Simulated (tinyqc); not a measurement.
Rectangular fin or nanosheet with a gate all round, subbands and threshold shift from confinement: two steps of the calculation.

Undoped body with a flat potential across it, hard walls, transport along x. One isotropic valley (g = 1, mx = my = mz = me). Non-parabolicity enters the subband edges through E (1 + al E) = gamma, so E = 2 gamma/(1 + sqrt(1 + 4 al gamma)); motion within a subband is taken as parabolic with the band-edge mass. Energies are counted from the bulk band edge.

Values chosen for this exercise; masses close to those of InAs: temperature T = 200 K; mass at the band edge me = 0.0234 m0; non-parabolicity al = 2.7 1/eV; width (along y) t = 14.9 nm; widening of the box by penetration into the insulator dl = 0 nm; height (along z) H = 22.4 nm.

Constants: q = 1.602176634e-19 C, kB = 1.380649e-23 J/K, hbar = 1.054571817e-34 J s, m0 = 9.1093837015e-31 kg, Vt = kB T/q, hbar^2/(2 m0) = 0.0380998212 eV nm^2. Results are converted to the units shown.

Task 1. Lowest subbands. gamma = C pi^2 [a^2/(my (t + dl)^2) + b^2/(mz (H + dl)^2)], C = hbar^2/(2 m0). List the 7 lowest, labelled by quantum numbers, with degeneracy g and N_k: N_k = g sqrt(2 mx m0 kB T/(pi hbar^2)).

Wanted: E_k; g; N_k.

Result 1.

```
subband  E_k (eV)  g  N_k (cm^-1)
1,1       0.08493  1      5.805e5
1,2        0.1443  1      5.805e5
2,1        0.2065  1      5.805e5
1,3        0.2245  1      5.805e5
2,2        0.2495  1      5.805e5
2,3        0.3131  1      5.805e5
1,4        0.3157  1      5.805e5
```

Task 2. Threshold shift. Each subband has N_k = g sqrt(2 mx m0 kB T/(pi hbar^2)); without degeneracy n = exp(EF/Vt) sum N_k exp(-E_k/Vt). Classical value Nc times t H, Nc = sum over valleys of 2 g (m m0 kB T/(2 pi hbar^2))^1.5 with m = (mx my mz)^(1/3). Threshold shift dVT = Vt ln(classical value/sum N_k exp(-E_k/Vt)). Use the subbands listed.

```
subband     E_k (eV)  N_k (cm^-1)
1,1      0.084932627  5.8046089e5
1,2       0.14428217  5.8046089e5
2,1       0.20646359  5.8046089e5
1,3       0.22451867  5.8046089e5
2,2       0.24952606  5.8046089e5
2,3       0.31309424  5.8046089e5
1,4       0.31570319  5.8046089e5
```

Give: shares; sum N_k exp(-E_k/Vt); Nc; classical value; dVT.

Result 2.

shares, subband 1,1 to 1,4 (%): 96.79  3.09  0.08  0.03  0.01  0.00  0.00
sum N_k exp(-E_k/Vt) = 4343 cm^-1
Nc = 4.889e16 cm^-3
classical value = 1.632e5 cm^-1
dVT = 62.50 mV

Range of the model: Non-parabolicity also makes carriers heavier within each subband, which is left out, so densities of states are understated at high energy.

tinyqc, about 0.08 s, one thread, Intel Xeon 2.30GHz (shared host): `OMP_NUM_THREADS=1 python tinyqc.py 2350006 2350007 out.jsonl`
